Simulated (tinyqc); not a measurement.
Inside a calculation. Model: Haynes-Shockley experiment: drift, diffusion and decay of a minority-carrier pulse. Computed by tinyqc, a small Python program that keeps every step. Command: `OMP_NUM_THREADS=1 python tinyqc.py 3110840 3110841 out.jsonl haynes walk`. One thread of a shared host (Intel(R) Xeon(R) Processor @ 2.30GHz), about 0.01 s of CPU time with the checks. Intermediate numbers are printed to about 6 digits and carried at full precision; extremes and crossings named in words are read from the listed rows.

A thin sheet of excess carriers is made at x = 0, t = 0 in a long uniform bar; injection is low, so the pulse moves with the minority mobility.

Inputs (values chosen for the exercise, modelled on electrons in p-type silicon in a lightly doped bar): minority mobility mu = 1250 cm^2/(V s); lifetime tau = 34 microsecond; temperature T = 330 K; field F = 9.1 V/cm; distance d to the collector = 0.3 cm; second distance d2 = 0.74 cm; injected sheet density N0 = 1.4e+10 1/cm^2.

Constants: k_B = 8.617333262e-05 eV/K.

## Transport coefficients

D = mu k_B T/e, v = mu F. Transit time d/v, diffusion length sqrt(D tau), drift length v tau, Peclet number v d/D = e F d/(k_B T).

D = 35.5465 cm^2/s

drift velocity v = 11375 cm/s

transit time d/v = 26.3736 microsecond

diffusion length = 347.647 micrometre

drift length v tau = 0.38675 cm

Peclet number = 96.0010

The pulse must travel 0.776 drift lengths.

## The signal at the collector

dn(x, t) = N0/sqrt(4 pi D t) exp(-(x - v t)^2/(4 D t) - t/tau). At fixed x the signal peaks where d ln(dn)/dt = 0: a t^2 + t/2 - x^2/(4 D) = 0 with a = v^2/(4 D) + 1/tau. The full width at half maximum is found by solving dn(x, t) = peak/2 on both sides of the peak.

time of the peak t_p = 25.6927 microsecond

peak density = 6.03817e+10 1/cm^3

width at half maximum = 8.69438 microsecond

The peak comes 2.6 % before d/v, since spreading and recombination both weaken the later part of the pulse.

## Shape in time

Times are 0.7, 0.8, 0.9, 0.95, 1, 1.05, 1.1, 1.2 and 1.4 t_p.

Signal at d:
```
t/t_p  t (microsecond)  dn (1/cm^3)  dn/peak
0.70           17.9849  2.61562e+09  0.04332
0.80           20.5542  1.78222e+10  0.29516
0.90           23.1235  4.60455e+10  0.76257
0.95           24.4081  5.66278e+10  0.93783
1.00           25.6927  6.03817e+10  1.00000
1.05           26.9774  5.69762e+10  0.94360
1.10           28.2620  4.83789e+10  0.80122
1.20           30.8313  2.67977e+10  0.44380
1.40           35.9698  3.73173e+09  0.06180
```

At 0.9 and 1.1 t_p the signal is 0.763 and 0.801 of its peak: the trailing side is the wider one.

## Simple reading of the pulse

With w the full width at half maximum: mu = d/(F t_p); D = (w d)^2/(16 ln2 t_p^3); Einstein ratio D/mu against k_B T/e.

apparent mobility = 1283.13 cm^2/(V s)

apparent D = 36.1696 cm^2/s

apparent D/mu = 28.1886 mV

error of mu = 2.65016 %

error of D = 1.75291 %

The true k_B T/e is 28.44 mV.

## Two distances

Differences remove part of the bias: mu = (d2 - d)/(F (t_p2 - t_p)). The time-integrated signal is A(x) = (N0/u) exp(x (v - u)/(2 D)), u = sqrt(v^2 + 4 D/tau); the simple lifetime is tau = (t_p2 - t_p)/ln(A(d)/A(d2)).

t_p2 = 63.7629 microsecond

mobility from two distances = 1270.07 cm^2/(V s)

area ratio A(d)/A(d2) = 3.09145

lifetime from areas = 33.7310 microsecond

Errors: mobility +1.61 % (one distance +2.65 %), lifetime -0.79 %.

## How the errors depend on the field

With w that width: mu = d/(F t_p); D = (w d)^2/(16 ln2 t_p^3). The field is scaled by the factors listed.

Errors of the simple reading:
```
factor  F (V/cm)    v d/D  v^2 tau/(4 D)  error of mu (%)  error of D (%)
0.5         4.55   48.001           7.74          8.37137         3.38191
0.7         6.37   67.201          15.16          4.74413         2.47411
1.0         9.10   96.001          30.94          2.65016         1.75291
1.5        13.65  144.002          69.62          1.41250         1.17514
2.5        22.75  240.003         193.38          0.67576         0.70645
4.0        36.40  384.004         495.05          0.36170         0.44157
7.0        63.70  672.007        1516.08          0.18189         0.25223
```

The error of mu falls from 8.37 to 0.182 %. For large v d/D it is about D/(v d) + 2 D/(v^2 tau), here 0.182 % in the last row: one part from spreading, one from recombination.

Checks made by the program: area of the signal against its closed form (relative difference below 1e-10).
